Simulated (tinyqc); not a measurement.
Free-carrier optics of a doped semiconductor (Drude model with one polar phonon): one step. Plasma energy and damping. Four cases, with inputs chosen for the exercise.

Problem. Evaluate Ep, tau, Gam, the plasma wavelength hc/Ep (hc = 1239.841984 eV nm) and the dc resistivity 1/(e N mu), e = 1.602176634e-19 C.

eps(E) = ei [1 - Ep^2/(E^2 + i E Gam)] + (es - ei) wT^2/(wT^2 - E^2 - i E gT), with Ep^2 = 8 pi c (e^2/(4 pi eps0)) N/(m ei), c = hbar^2/2m0, N in 1/angstrom^3 (1e-24 per 1/cm^3); Gam = hbar/tau, tau = mu m m0/e with m0/e = 5.685630e-12 kg/C and mu in m^2/(V s). Energies in meV.

Constants: hbar^2/2m0 = 3.80998211 eV angstrom^2; e^2/(4 pi eps0) = 14.39964547 eV angstrom; hbar = 6.58211957e-16 eV s.

Case 1.

Values chosen (mass and dielectric values near those of GaN; N and mu are free inputs; interband absorption and the rise of the mass with filling are left out; the results hold for these values, not for the real material): N = 2.3e+18 1/cm^3 (carrier density); m = 0.209 m0 (conductivity mass); mu = 57 cm^2/(V s) (mobility); ei = 5.29 (high-frequency dielectric constant); wT = 68.5 meV (TO phonon); es = 9.26 (static dielectric constant); gT = 0.8 meV (phonon damping).

Case 2.

Values chosen (mass and dielectric values near those of SiC; N and mu are free inputs; interband absorption and the rise of the mass with filling are left out; the results hold for these values, not for the real material): N = 6e+19 1/cm^3 (carrier density); m = 0.398 m0 (conductivity mass); mu = 110 cm^2/(V s) (mobility); ei = 6.65 (high-frequency dielectric constant); wT = 98.9 meV (TO phonon); es = 9.9 (static dielectric constant); gT = 0.7 meV (phonon damping).

Case 3.

Values chosen (mass and dielectric values near those of SiC; N and mu are free inputs; interband absorption and the rise of the mass with filling are left out; the results hold for these values, not for the real material): N = 1.8e+18 1/cm^3 (carrier density); m = 0.411 m0 (conductivity mass); mu = 66 cm^2/(V s) (mobility); ei = 6.54 (high-frequency dielectric constant); wT = 99 meV (TO phonon); es = 9.77 (static dielectric constant); gT = 0.7 meV (phonon damping).

Case 4.

Values chosen (mass and dielectric values near those of GaAs; N and mu are free inputs; interband absorption and the rise of the mass with filling are left out; the results hold for these values, not for the real material): N = 6.2e+17 1/cm^3 (carrier density); m = 0.0696 m0 (conductivity mass); mu = 3500 cm^2/(V s) (mobility); ei = 10.98 (high-frequency dielectric constant); wT = 33.1 meV (TO phonon); es = 13.07 (static dielectric constant); gT = 0.8 meV (phonon damping).

Give: Ep; tau; Gam; plasma wavelength; rho.

Solution.

Case 1.

Ep = 53.56 meV
tau = 6.77 fs
Gam = 97.18 meV
plasma wavelength = 23.15 micrometre
rho = 0.0476 ohm cm

Ep/Gam = 0.55: the free-carrier part of eps1 has no zero; the plasma mode is heavily damped.

Case 2.

Ep = 176.80 meV
tau = 24.89 fs
Gam = 26.44 meV
plasma wavelength = 7.01 micrometre
rho = 0.000946 ohm cm

Ep/Gam = 6.69: the plasma edge is sharp.

Case 3.

Ep = 30.39 meV
tau = 15.42 fs
Gam = 42.68 meV
plasma wavelength = 40.80 micrometre
rho = 0.0525 ohm cm

Ep/Gam = 0.71: the free-carrier part of eps1 has no zero; the plasma mode is heavily damped.

Case 4.

Ep = 33.45 meV
tau = 138.50 fs
Gam = 4.75 meV
plasma wavelength = 37.07 micrometre
rho = 0.00288 ohm cm

Ep/Gam = 7.04: the plasma edge is sharp.

Computed by tinyqc, one run a case: `OMP_NUM_THREADS=1 python tinyqc.py N N+1 out.jsonl` with N = 1652601, 1652732, 1652794, 1680088; one thread of a shared Intel(R) Xeon(R) Processor @ 2.30GHz, about 0.01 s a run at most.
